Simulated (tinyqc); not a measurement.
Kronig-Penney superlattice by transfer matrices, step by step. Values are carried at full precision from step to step, so a last printed digit may differ when a step is redone from the rounded ones.

Wells (width a, potential 0, mass mw) alternate with barriers (width b, height V0, mass mb); period d = a + b; c = hbar^2/2m0. The vector (psi, psi'/m) is continuous, and a layer of thickness t carries it by M = [[cos kt, (m/k) sin kt], [-(k/m) sin kt, cos kt]] with k = sqrt(m (E - V)/c); for E < V, k = i kappa gives [[cosh, (m/kappa) sinh], [(kappa/m) sinh, cosh]] of kappa t. A Bloch state obeys cos(q d) = tr(Mb Mw)/2.

Constants: hbar^2/2m0 = 3.80998211 eV angstrom^2; hbar = 6.58211957e-16 eV s.

Parameters, chosen for this exercise (near those of an InGaAs superlattice with barriers of InAlAs; the results hold for these values, not for the real material):
```
symbol  value   unit      meaning
a       46      angstrom  well width
b       18      angstrom  barrier width
V0      0.531   eV        barrier height
mw      0.0408  m0        mass in the wells
mb      0.073   m0        mass in the barriers
E       0.1696  eV        trial energy
F       40      kV/cm     field along the axis
```

## Layer matrices at one energy

Form the matrix of the well and of the barrier at E.

k in the well = 0.04262 1/angstrom
kappa in the barrier = 0.08321 1/angstrom

Mw (angstrom units):
```
,1,2
1,-0.37980,0.88563
2,-0.96626,-0.37980
```

Mb (angstrom units):
```
,1,2
1,2.3478,1.8635
2,2.4214,2.3478
```

## The matrix of one period

Multiply M = Mb Mw and take half the trace. If its size is at most 1, E lies in a miniband and q d = arccos(tr M/2); otherwise the state decays by exp(-arccosh|tr M/2|) a period.

M:
```
,1,2
1,-2.6923,1.3716
2,-3.1883,1.2528
```

tr M/2 = -0.7198
q d in a band, or the decay exponent in a gap = 2.374

E lies in a miniband; det M = 1.0000, as for any such product.

## Miniband edges

The edges are the energies where tr M/2 = +1 (q = 0) or -1 (q = pi/d); the first three minibands.

Minibands:
```
band,bottom (eV),top (eV),width (meV)
1,0.1078,0.1846,76.8
2,0.4763,0.7808,304.5
3,1.1051,1.8443,739.2
```

1 miniband of these lies wholly below V0. The first gap is 291.6 meV wide; the single well of width a has E1 = 0.1409 eV, inside the first miniband.

## Dispersion along the axis

Solve tr M/2 = cos(q d) inside each miniband at q d/pi = 0, 1/6, ..., 1. The cosine form is E_bottom + (W/2)(1 - cos q d) with the true width W.

Energies (eV):
```
q d/pi,band 1,cosine form,band 2
0.000,0.1078,0.1078,0.7808
0.167,0.1116,0.1130,0.7466
0.333,0.1225,0.1270,0.6761
0.500,0.1393,0.1462,0.6020
0.667,0.1593,0.1654,0.5380
0.833,0.1771,0.1795,0.4930
1.000,0.1846,0.1846,0.4763
```

The cosine form, which holds for hopping between neighbouring wells alone, misses band 1 by at most 6.9 meV, 9 % of its width.

## Mass along the axis

With f(E) = tr M/2, 1 - (q d)^2/2 = 1 + f'(E_bottom)(E - E_bottom) gives m_z = -2 c f'/d^2 (f' by a central difference of 1e-6 eV at the bottom of band 1). The cosine form gives 4 c/(W d^2), W the width of band 1 between tr M/2 = +1 and -1.

f' = -36.30 1/eV
m_z = 0.06753 m0
m_z of the cosine form = 0.04842 m0
W = 76.85 meV

The mass along the axis is 1.66 times mw.

## In a field along the axis

One-band picture: ladder spacing e F d, Bloch frequency e F d/(2 pi hbar), and extent W/(e F) of a Stark state, with W the width of band 1; 1 kV/cm = 1e-5 V/angstrom.

e F d = 25.600 meV
Bloch frequency = 6.190 THz
W/(e F d) = 3.00 periods

The state spreads over about 3 periods.

## Checks

- Bottom of band 1 from 121 plane waves (the mass step taken by inverting the matrix of m) against the transfer matrix, eV: both 0.1078.

Program tinyqc; command `OMP_NUM_THREADS=1 python tinyqc.py 1252485 1252486 out.jsonl`; about 0.03 s on one thread of a shared Intel(R) Xeon(R) Processor @ 2.30GHz.
